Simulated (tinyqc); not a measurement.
Inside a calculation. Method: CCD on RHF in the 3-21g basis, for H2, spin multiplicity 1. One step of it, computed by the program tinyqc.

Problem. CCD: starting amplitudes. t_ij^ab = <ij||ab> / (e_i + e_j - e_a - e_b), whose energy is MP2.

orbital energies (hartree): MO1 -0.556119, MO2 0.226707, MO3 0.991198, MO4 1.395404

Two-electron integrals over orbitals (pq|rs), unique and non-zero (hartree):
```
(11|11) 0.611143    (21|21) 0.102184    (22|11) 0.457728    (22|22) 0.416219
(31|11) 0.148828    (31|22) 0.064137    (31|31) 0.104853    (32|21) -0.002538
(32|32) 0.035199    (33|11) 0.543826    (33|22) 0.418113    (33|31) 0.129262
(33|33) 0.507480    (41|21) -0.080664   (41|32) -0.040431   (41|41) 0.118562
(42|11) -0.140347   (42|22) -0.066766   (42|31) -0.081143   (42|33) -0.117499
(42|42) 0.078597    (43|21) -0.111564   (43|32) -0.024151   (43|41) 0.127883
(43|43) 0.165398    (44|11) 0.622194    (44|22) 0.469979    (44|31) 0.188033
(44|33) 0.574617    (44|42) -0.168839   (44|44) 0.697396
```

Give: Starting amplitudes; correlation energy.

Solution.

Starting amplitudes (spin orbitals 1a, 1b, ...; amplitudes related by a flip of all spins are not repeated):
```
from      to        t
1a 1b  2a 2b  -0.0653
1a 1b  3a 3b  -0.0339
1a 1b  4a 4b  -0.0304
1a 1b  2a 4b   0.0295
```

correlation energy = -0.018582 hartree
